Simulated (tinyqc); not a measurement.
## Pinning factor and decay constant from two barriers

Inverse problem. phiB = S (phiM - chi) + (1 - S)(Eg - E0) with S = 1/(1 + (1/S0 - 1) exp(-be ti)). Find S0, S at the given thickness and be.

Inputs (values chosen for the exercise); semiconductor values close to those of germanium; interlayer mass of the order of that in strontium titanate, offset chosen freely:
- Eg = 0.638 eV (band gap)
- chi = 4.01 eV (electron affinity)
- E0 = 0.088 eV (charge-neutrality level above the valence band)
- phiM = 4.07 eV (metal work function)

phiB at ti = 0, 0.3 nm (eV): 0.5255  0.45185446

Answer. Each barrier gives its S by linear interpolation between the pinned and the unpinned value; the ratio of the two values of 1/S - 1 is exp(be ti).

S0 = 0.05000
S = 0.2003
be = 5.200 1/nm

tinyqc, about 0.03 s, one thread, Intel Xeon 2.30GHz (shared host): `OMP_NUM_THREADS=1 python tinyqc.py 2270003 2270004 out.jsonl`
